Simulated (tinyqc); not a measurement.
Tail temperature from the power law.

Inverse problem. When tail states hold most of the charge, the linear current goes as I = A (Vg - VT)^g with g = 2 Tt/T - 1. Find g, Tt and the tail width kB Tt.

Values chosen for this exercise:
- T = 250 K (temperature)

Constants: q = 1.602176634e-19 C, kB = 1.380649e-23 J/K, Vt = kB T/q. Results are converted to the units shown.

I at Vg - VT = 2.8 and 4.2 V (nA): 15.967890  37.719072

Solution. g is the slope of ln I against ln(Vg - VT).

g = 2.120
Tt = 390.0 K
kB Tt = 33.61 meV

Program tinyqc, `OMP_NUM_THREADS=1 python tinyqc.py 2610108 2610109 out.jsonl`; Intel Xeon 2.30GHz, shared host, one thread, about 0.02 s.
